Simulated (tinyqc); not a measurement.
Octagonal on-chip spiral inductor, lumped pi model: two steps of the calculation.

Outer diameter do = di + 2 n wd + 2 (n - 1) sp, mean da = (do + di)/2, fill p = (do - di)/(do + di), length l = 3.314 n da. L = 2.25 mu0 n^2 da/(1 + 3.55 p), mu0 = 4 pi 1e-7 H/m. Rs = rho l/(wd delta (1 - exp(-th/delta))), delta = sqrt(rho/(pi f mu0)). Cs = n wd^2 eps0 eo/hu across the coil. At each end Cox = l wd eps0 eo/(2 ho) leads to the substrate branch Rsi = 2 rs he/(l wd) in parallel with Csi = l wd eps0 11.7/(2 he). With one end grounded Y = 1/(Rs + i w L) + i w Cs + 1/[1/(i w Cox) + 1/(1/Rsi + i w Csi)], w = 2 pi f; Q = -Im Y/Re Y. Eddy currents in neighbouring turns and in the substrate are left out.

Inputs (values chosen for the exercise); values of the order met in silicon radio-frequency processes: number of turns n = 5.5; line width wd = 6 um; space between turns sp = 2 um; inner diameter di = 80 um; metal thickness th = 4 um; metal resistivity rho = 1.9 uohm cm; oxide below the coil ho = 8 um; oxide between coil and underpass hu = 0.8 um; relative permittivity of the oxide eo = 3; substrate resistivity rs = 1 ohm cm; effective spreading depth in the substrate he = 80 um; frequency f = 3.1 GHz.

Constants: eps0 = 8.8541878128e-12 F/m. Results are converted to the units shown.

Task 1. Geometry and model elements. do, l, L, delta, Rs, Cs, Cox, Rsi and Csi as defined.

Find: do; l; L; delta; Rs; Cs; Cox; Rsi; Csi.

Result 1.

do = 164.0 um
l = 2224 um
L = 4.696 nH
delta = 1.246 um
Rs = 5.889 ohm
Cs = 6.574 fF
Cox = 22.15 fF
Rsi = 119.9 ohm
Csi = 8.639 fF

Task 2. Admittance, quality factor and apparent inductance. Series branch 1/(Rs + i w L), substrate branch, total Y, Q = -Im Y/Re Y, apparent inductance Im(1/Y)/w, metal-only value w L/Rs, share of the loss in the substrate Re(substrate branch)/Re Y.

L = 4.6957818 nH
Rs = 5.8890626 ohm
Cs = 6.5742345 fF
Cox = 22.150130 fF
Rsi = 119.92058 ohm
Csi = 8.6385506 fF

Give: series branch; substrate branch; Y; Q; apparent inductance; w L/Rs; share of the loss in the substrate.

Result 2.

series branch = 0.70-10.89i mS
substrate branch = 0.0222+0.4298i mS
Y = 0.72-10.33i mS
Q = 14.28
apparent inductance = 4.946 nH
w L/Rs = 15.53
share of the loss in the substrate = 3.070 %

Q is 92.0 % of the metal-only value.

Computed by the program tinyqc: `OMP_NUM_THREADS=1 python tinyqc.py 2302212 2302213 out.jsonl`, one thread of a shared Intel Xeon 2.30GHz, about 0.01 s for the whole run.
